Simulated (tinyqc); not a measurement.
Inside a calculation. Method: Jacobi rotations on a symmetric matrix. One step of it, computed by the program tinyqc.

Problem. Jacobi rotation 1. Take the largest off-diagonal element A_pq; tan 2 theta = 2 A_pq / (A_qq - A_pp) with |theta| <= pi/4; A' = J^T A J with J_pp = J_qq = cos, J_pq = sin, J_qp = -sin.

A, lower triangle:
```
           1          2          3          4         5
1   0.110000
2  -0.181000   0.111000
3  -0.305000   0.534000   0.443000
4  -0.782000  -0.386000  -0.648000   1.120000
5  -0.404000  -0.458000   0.311000  -0.180000  1.281000
```

Give: p, q, theta; A'.

Solution.

p, q, theta (rad): 1.0000  4.0000  -0.4987

A', lower triangle:
```
         1        2        3       4       5
1  -0.3159
2  -0.3436   0.1110
3  -0.5778   0.5340   0.4430
4   0.0000  -0.2524  -0.4232  1.5459
5  -0.4409  -0.4580   0.3110  0.0351  1.2810
```
